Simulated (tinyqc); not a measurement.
# Changing the spread s_d

Model: hydrogen passivation and dissociation of interface defects with a spread of activation energies. Computed by tinyqc, a small Python program. Command: `OMP_NUM_THREADS=1 python tinyqc.py 3017014 3017015 out.jsonl passivation sweep`. One thread of a shared host (Intel(R) Xeon(R) Processor @ 2.30GHz), about 0.02 s of CPU time with the checks.

Active defects P react as P + H2 -> HP + H and HP -> P + H; released atomic hydrogen is removed. All defects start active. Activation energies are normally distributed, independently for the two reactions.

Inputs (values chosen for the exercise, for a model interface):

| quantity | value | unit |
|---|---|---|
| defect density N_0 | 6.4e+11 | cm^-2 |
| mean passivation energy E_f | 1.47 | eV |
| spread s_f | 0.13 | eV |
| prefactor k_f0 | 2.7e-08 | cm^3/s |
| mean dissociation energy E_d | 2.76 | eV |
| prefactor k_d0 | 1.2e+13 | 1/s |
| dissolved hydrogen [H2] | 1.4e+17 | cm^-3 |
| anneal temperature T | 830 | K |
| anneal time t | 42 | s |

Ambient: hydrogen.

Constants: k_B = 8.617333262e-05 eV/K.

Method. a = k_f0 [H2] exp(-E_f/k_B T), b = k_d0 exp(-E_d/k_B T); the active share of one kind of site is b/(a + b) + (a/(a + b)) exp(-(a + b) t). Full average: z from -5 to 5 in steps of 0.125 with normalised weights exp(-z^2/2), energy = mean + spread x z, over both energies.

One run for each value:

| spread s_d (eV) | active share | active share, single energy |
|---|---|---|
| 0.010 | 0.0029351 | 4.6640e-05 |
| 0.037 | 0.0029601 | 4.6640e-05 |
| 0.064 | 0.0030255 | 4.6640e-05 |
| 0.091 | 0.0031643 | 4.6640e-05 |
| 0.120 | 0.0034817 | 4.6640e-05 |
| 0.150 | 0.0041800 | 4.6640e-05 |
| 0.170 | 0.0049976 | 4.6640e-05 |
| 0.200 | 0.0070102 | 4.6640e-05 |

What does the table show, and why?

Over the rows, active share rises from 0.00294 to 0.00701 (exponent d ln y / d ln x 0.0065 between the first rows and 2.1 between the last); active share, single energy does not change. A wider spread adds weakly bound sites that dissociate early. The gap to the single-energy value at small s_d comes from the spread s_f.
